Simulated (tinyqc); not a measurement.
Worked calculation: plane-wave Kohn-Sham cycle with exchange-only LDA in a layered model solid. One step of it, computed by the program tinyqc.

Task: Iteration 1: levels at that k. Diagonalise the Hermitian matrix.

H (hartree), lower triangle:
```
,-3,-2,-1,+0,+1,+2,+3
-3,0.617388
-2,-0.230000,0.171437
-1,0.000000,-0.230000,-0.086745
+0,0.000000,0.000000,-0.230000,-0.157159
+1,0.000000,0.000000,0.000000,-0.230000,-0.039803
+2,0.000000,0.000000,0.000000,0.000000,-0.230000,0.265321
+3,0.000000,0.000000,0.000000,0.000000,0.000000,-0.230000,0.758215
```

Give: eigenvalues.

Result:

eigenvalues (hartree): -0.478  -0.209  0.028  0.248  0.355  0.727  0.858
